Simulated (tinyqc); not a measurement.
Hubbard ring of 3 sites, step by step. Computed by tinyqc, a small Python program that keeps every step. Settings: hopping = 1.46, U = 6.0, mixing = 1, iteration cap = 71. Command: `OMP_NUM_THREADS=1 python tinyqc.py 21469 21470 out.jsonl` (the two numbers bound the seeds that draw the settings). One thread of a shared host (Intel(R) Xeon(R) Processor @ 2.60GHz), about 0.2 s of CPU time with the checks.

one-body matrix (hopping and site energies) (eV), lower triangle:
```
           1          2         3
1   0.630000
2  -1.460000  -0.850000
3  -1.460000  -1.460000  0.690000
```

U = 6.000000 eV

electrons, up and down: 2  1

n(up) at the start (a guess, not normalised): 1 0.717000, 2 0.617000, 3 0.717000

n(down) at the start (a guess): 1 0.283000, 2 0.383000, 3 0.283000

Each step fills the lowest levels of T + U n(other spin) and sets n(new) = n + mixing (n(out) - n); stop when output and input agree to 1e-8.

Course of the cycle:
```
iteration      E (eV)  largest |n(out) - n(in)|  mean |n_up - n_down|
1          0.21363122                  3.82e-01              0.333333
2          1.42987970                  7.30e-01              0.333333
3          1.44448715                  7.28e-01              0.333333
4          2.11651511                  8.63e-01              0.378856
5          1.83504688                  8.46e-01              0.333333
6          2.84796982                  8.62e-01              0.364957
7          2.04819597                  8.49e-01              0.333333
8          3.38675157                  8.50e-01              0.344797
9          2.14481516                  8.52e-01              0.333333
10         3.48930748                  8.53e-01              0.340403
11         2.15922287                  8.55e-01              0.333333
...               ...                       ...                   ...
61         2.16112054                  8.56e-01              0.333333
62         3.50352760                  8.56e-01              0.339762
63         2.16112054                  8.56e-01              0.333333
64         3.50352760                  8.56e-01              0.339762
65         2.16112054                  8.56e-01              0.333333
66         3.50352760                  8.56e-01              0.339762
67         2.16112054                  8.56e-01              0.333333
68         3.50352760                  8.56e-01              0.339762
69         2.16112054                  8.56e-01              0.333333
70         3.50352760                  8.56e-01              0.339762
71         2.16112054                  8.56e-01              0.333333
```

Can the last value be used, and what does the course show?

Not by the stop rule. Not converged within 71 iterations: the residual has stopped falling: the iteration swings between two states. The lowest mean-field energy found from random starts is -1.06132 eV. Reruns (cap 100 unless said): mixing 0.2: not converged; mixing 0.5: converged in 51 (E = -1.06132); mixing 0.9: not converged; the original settings with a cap of 400: not converged.
